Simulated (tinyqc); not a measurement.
Fully depleted semiconductor-on-insulator film with two gates, non-linear Poisson equation by Newton steps: one step of the calculation.

One dimension across the film, front interface at x = 0, back interface at x = ts. psi is counted from the intrinsic level, n = ni exp(psi/Vt) (source grounded), holes neglected, acceptors ionised. Gates act through Cox = eps0 eox/tox and Cbox = 3.9 eps0/tb with potentials G1 = Vg - (phiM - chi - Vt ln(Nc/ni)) and G2 = Vb - (phiB - chi - Vt ln(Nc/ni)). Classical Boltzmann densities, no interface charge, no depletion in the back plane.

Question. Capacitances and gate potentials. ni = sqrt(Nc Nv) exp(-Eg/(2 Vt)), Eg in volts; Cox, Cbox, G1, G2 as defined; Cs = eps0 eps_r/ts; a = eps0 eps_r/h with h = ts/11; coupling ratio of a depleted film Cs Cbox/(Cox (Cs + Cbox)).

Values chosen for this exercise; band and dielectric values close to those of silicon:
```
symbol    value   unit                                                                 meaning
T           400      K                                                             temperature
Eg          1.1     eV                                                                band gap
eps_r      11.6                                                          relative permittivity
Nc      4.23e19  cm^-3                                  conduction-band density of states at T
Nv      4.14e19  cm^-3                                     valence-band density of states at T
chi        4.08     eV                                                       electron affinity
eox        25.7         relative permittivity of the gate insulator (close to zirconium oxide)
tox           3     nm                                                     insulator thickness
ts           10     nm                                                          film thickness
tb           28     nm                                      buried-oxide thickness (eps_r 3.9)
phiM       4.47     eV                                         work function of the front gate
phiB       4.58     eV                                         work function of the back plane
Vb          0.5      V                                                       back-gate voltage
Vg         0.59      V                                                      front-gate voltage
```

Constants: q = 1.602176634e-19 C, kB = 1.380649e-23 J/K, Vt = kB T/q, eps0 = 8.8541878128e-14 F/cm where lengths are in cm. Results are converted to the units shown.

Wanted: ni; Cox; Cbox; Cs; a; G1; G2; coupling ratio.

Answer.

ni = 4.9201e12 cm^-3
Cox = 7.5851 uF/cm^2
Cbox = 0.12333 uF/cm^2
Cs = 1.0271 uF/cm^2
a = 11.298 uF/cm^2
G1 = 0.75037 V
G2 = 0.55037 V
coupling ratio = 0.014516

Range of the model: In so thin a film or at such density quantum confinement moves the charge away from the interfaces and raises the threshold.

tinyqc, about 0.4 s, one thread, Intel Xeon 2.30GHz (shared host): `OMP_NUM_THREADS=1 python tinyqc.py 2190034 2190035 out.jsonl`
